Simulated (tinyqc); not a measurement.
# CMOS inverter, nodal equation and switching: energy per operation against supply voltage

An n-channel pull-down (bn, VTn) and a p-channel pull-up (bp, VTp) share the input Vin and the output node Vout, which carries the load C. Transistor (EKV form, voltages against the body): I = 2 n b Vt^2 [F(vp - Vs) - F(vp - Vd)] from drain to source, F(v) = ln^2(1 + exp(v/(2 Vt))), vp = (Vg - VT + sg |Vd - Vs|)/n. n-channel bodies are at 0; for the p-channel device all voltages are counted down from Vdd. b in uA/V^2 gives I in uA. Static: In = Ip. Transient: C dVout/dt = Ip - In. No velocity saturation, no gate capacitance beyond C.

For a step input the delay to Vdd/2 is tHL = C times the integral of dV/(In - Ip) from Vdd/2 to Vdd at Vin = Vdd, and tLH likewise with Ip - In from 0 to Vdd/2 at Vin = 0. A chain of 20 such gates sets the cycle time tc = 20 (tHL + tLH)/2; per gate and cycle the switching energy is 0.1 C Vdd^2 and the leakage energy Vdd Ileak tc, Ileak the mean supply current at Vin = 0 and Vdd.

Parameters, values chosen for the exercise:
- T = 273 K (temperature)
- n = 1.39 (slope factor)
- sg = 0.025 (drain-induced barrier lowering)
- VTn = 0.36 V (n-channel threshold)
- VTp = 0.34 V (p-channel threshold (magnitude))
- bn = 420 uA/V^2 (gain factor of the pull-down transistor)
- bp = 420 uA/V^2 (gain factor of the pull-up transistor)
- C = 3.2 fF (load capacitance)

Constants: q = 1.602176634e-19 C, kB = 1.380649e-23 J/K, Vt = kB T/q. Results are converted to the units shown.

Result of one run:

| tc (ns) | switching (aJ) | leakage (aJ) | total (aJ) |
|---|---|---|---|
| 1.853 | 115.2 | 0.02658 | 115.2 |

Which supply voltage Vdd gave this result: 0.2, 0.25, 0.4, 0.5 or 0.6 V?

Vdd = 0.6 V.

The whole series:

| Vdd (V) | tc (ns) | switching (aJ) | leakage (aJ) | total (aJ) |
|---|---|---|---|---|
| 0.15 | 3468 | 7.200 | 8.807 | 16.01 |
| 0.2 | 1009 | 12.80 | 3.556 | 16.36 |
| 0.25 | 294.5 | 20.00 | 1.348 | 21.35 |
| 0.3 | 91.37 | 28.80 | 0.5213 | 29.32 |
| 0.35 | 32.14 | 39.20 | 0.2222 | 39.42 |
| 0.4 | 13.43 | 51.20 | 0.1103 | 51.31 |
| 0.5 | 3.932 | 80.00 | 0.04354 | 80.04 |
| 0.6 | 1.853 | 115.2 | 0.02658 | 115.2 |
| 0.8 | 0.7847 | 204.8 | 0.01748 | 204.8 |
| 1 | 0.4740 | 320.0 | 0.01537 | 320.0 |

The total energy rises from 16.0 to 320 aJ, while the cycle time falls from 3470 to 0.474 ns. Leakage makes up 55 % of the total in the first row and 0.0048 % in the last. At Vdd = 1 V the overdrive passes 0.5 V, where velocity saturation, left out here, would lengthen the delays of short devices. For Vdd = 0.15 to 0.35 V the supply is below a threshold, where mismatch, left out here, dominates margins and delay.

tinyqc, about 0.03 s, one thread, Intel Xeon 2.30GHz (shared host): `OMP_NUM_THREADS=1 python tinyqc.py 2340008 2340009 out.jsonl`
